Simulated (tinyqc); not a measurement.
From results back to parameters: statistics of electrons in three, two and one dimensions. Two cases, with inputs chosen for the exercise.

Problem. A sheet with one subband has n2 = (2/lambda^2) ln(1 + exp(eta)).

One band edge at E = 0, lambda = sqrt(4 pi c/(m1 kT)) with c = hbar^2/2m0. Densities with spin: n3 = (2/lambda^3) F_1/2(eta), n2 = (2/lambda^2) F_0(eta) with F_0 = ln(1 + exp(eta)), n1 = (2/lambda) F_-1/2(eta). F_j(eta) = (1/Gamma(j + 1)) integral_0^infinity x^j dx/(1 + exp(x - eta)), which tends to exp(eta) for eta << 0.

Constants: hbar^2/2m0 = 3.80998211 eV angstrom^2; kB = 8.617333262e-05 eV/K.

Case 1.

Values chosen (out of a larger set: near those of InSb, lowest valleys alone; not measured data): m1 = 0.0136 m0 (mass of one isotropic band with spin); T = 77 K.

n2 = 8.89355e+10 1/cm^2

Case 2.

Values chosen (out of a larger set: near those of GaAs, lowest valleys alone; not measured data): m1 = 0.067 m0 (mass of one isotropic band with spin); T = 300 K.

n2 = 3.58666e+12 1/cm^2

Find: n2 lambda^2/2; eta; EF above the subband edge.

Solution. eta = ln(exp(n2 lambda^2/2) - 1), with n2 in 1/angstrom^2.

Case 1.

n2 lambda^2/2 = 2.3593
eta = 2.260
EF above the subband edge = 15.00 meV

Case 2.

n2 lambda^2/2 = 4.9571
eta = 4.950
EF above the subband edge = 127.97 meV

Computed by tinyqc, one run a case: `OMP_NUM_THREADS=1 python tinyqc.py N N+1 out.jsonl` with N = 1681931, 1682077; one thread of a shared Intel(R) Xeon(R) Processor @ 2.30GHz, about 0.01 s a run at most.
